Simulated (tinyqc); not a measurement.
Worked calculation: Hubbard chain of 2 sites. One step of it, computed by the program tinyqc.

Question. Mean-field iteration 1. H(up) = T + U n(down), H(down) = T + U n(up); fill the lowest levels; n(new) = n + mixing (n(out) - n); E = tr T (rho up + rho down) + U sum n_up n_down of the output.

one-body matrix (hopping and site energies) (eV), order 1, 2:
$$\begin{pmatrix}
0.000000 & -1.090000 \\
-1.090000 & 0.000000
\end{pmatrix}$$

U = 3.400000 eV

electrons, up and down: [1, 1]

mixing = 0.200000

n(up) at the start (a guess, not normalised): 1 0.500000, 2 0.500000

n(down) at the start (a guess): 1 0.500000, 2 0.500000

Give: levels, up; levels, down; energy; n(up) after iteration 1; n(down) after iteration 1.

Answer.

levels, up (eV): [0.6100, 2.7900]

levels, down (eV): [0.6100, 2.7900]

energy = -0.4800 eV

n(up) after iteration 1: 1 0.5000, 2 0.5000

n(down) after iteration 1: 1 0.5000, 2 0.5000
